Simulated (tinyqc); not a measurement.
The same stress in different states: Raman shift of the zone-centre optical phonon of a diamond-structure crystal under stress. Computed by tinyqc, a small Python program. Command: `OMP_NUM_THREADS=1 python tinyqc.py 3029814 3029815 out.jsonl ramanstress walk`. One thread of a shared host (Intel(R) Xeon(R) Processor @ 2.30GHz), about 0.01 s of CPU time with the checks.

Axes x, y, z are the cube axes. Strain shifts the threefold optical mode and can split it; p, q and r are the phonon deformation potentials.

Inputs (values chosen for the exercise, modelled on silicon):
```
quantity                          value  unit
unstrained frequency omega_0      520.7  1/cm
p/omega_0^2                       -1.76     -
q/omega_0^2                       -2.29     -
r/omega_0^2                      -0.737     -
C11                               166.6   GPa
C12                               63.13   GPa
C44                               79.08   GPa
stress sigma (tension positive)   -0.26   GPa
```

Stress state: uniaxial. Axis: [110].

Method:
- S11 = (C11 + C12)/D, S12 = -C12/D, D = (C11 - C12)(C11 + 2 C12), S44 = 1/C44.
- eps_xx = S11 sigma_xx + S12 (sigma_yy + sigma_zz), and cyclic; eps_xy = S44 sigma_xy/2 (tensor strain).
- Secular matrix: M_xx = p eps_xx + q (eps_yy + eps_zz), M_xy = 2 r eps_xy; its eigenvalues are omega^2 - omega_0^2, and the shifts are these over 2 omega_0.
- Uniaxial: sigma n n^T; biaxial: sigma (1 - n n^T); hydrostatic: sigma 1. The line seen from (001) is taken as unresolved, at the intensity-weighted shift M_zz/(2 omega_0).

S44 = 12.6454 1/TPa

S11 = 7.58129 1/TPa

S12 = -2.08335 1/TPa

Shifts (1/cm):
```
state                  lowest  middle  highest  line seen from (001)
uniaxial [100]         0.2573  0.6040   0.6040                0.6040
uniaxial [110]         0.1153  0.6040   0.7461                0.6040
uniaxial [001]         0.2573  0.6040   0.6040                0.2573
uniaxial [111]         0.2782  0.2782   0.9090                0.4885
biaxial, normal [001]  0.8614  0.8614   1.2081                1.2081
biaxial, normal [111]  0.5564  1.1872   1.1872                0.9769
hydrostatic            1.4654  1.4654   1.4654                1.4654
```

Seen from (001), uniaxial stress along [100] and along [110] give the same shift (0.604), and equal biaxial stress in the plane gives twice as much (1.208), since only sigma_xx + sigma_yy and sigma_zz enter M_zz. Stress along [001] gives 0.257. One measured shift therefore fixes the stress only once its state is assumed: read as uniaxial in the plane, a shift implies twice the stress that it does read as biaxial.

Extremes, crossings and ranges named in words are read from the listed rows.
